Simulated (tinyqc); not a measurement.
Trap density from two Hall measurements.

Inverse problem. p-type body, charge-sheet picture, full ionisation (an idealisation for deep acceptors), Boltzmann statistics for free electrons. e = Ec - EF at the surface. psi = Eg - Vt ln(Nv/Na) - e; N_dep = sqrt(2 eps0 eps_r Na (psi - Vt)/q); n_f = sqrt(N_dep^2 + 2 eps0 eps_r Vt Nc exp(-e/Vt)/q) - N_dep; Vg = Vfb + psi + q (N_dep + n_t + n_f)/Cox, Cox = eps0 eox/tox. Find e and n_t at both points and the mean trap density between them.

Inputs (values chosen for the exercise); band and dielectric values close to those of gallium nitride:

| symbol | value | unit | meaning |
|---|---|---|---|
| T | 300 | K | temperature |
| Eg | 3.38 | eV | band gap |
| eps_r | 9.61 |  | relative permittivity |
| Nc | 2.32e18 | cm^-3 | conduction-band density of states at T |
| Nv | 4.57e19 | cm^-3 | valence-band density of states at T |
| eox | 3.9 |  | relative permittivity of the insulator |
| tox | 25 | nm | insulator thickness |
| Na | 1.3e17 | cm^-3 | acceptor density |
| Vfb | -2.97 | V | flat-band voltage without trapped charge |

Constants: q = 1.602176634e-19 C, kB = 1.380649e-23 J/K, Vt = kB T/q, eps0 = 8.8541878128e-14 F/cm where lengths are in cm. Results are converted to the units shown.

Vg (V): 3.1899322  4.1055288
free sheet density from the Hall effect (cm^-2): 1.1881135e10  4.0637191e11

Answer. Each n_f fixes e; what the gate voltage holds beyond psi, N_dep and n_f is trapped; the difference quotient is the density, smeared over a few Vt.

e (eV): 0.06600  -0.02800
n_t (cm^-2): 4.912e11  7.740e11
mean trap density = 3.009e12 cm^-2 eV^-1

tinyqc, about 0.02 s, one thread, Intel Xeon 2.30GHz (shared host): `OMP_NUM_THREADS=1 python tinyqc.py 2222133 2222134 out.jsonl`
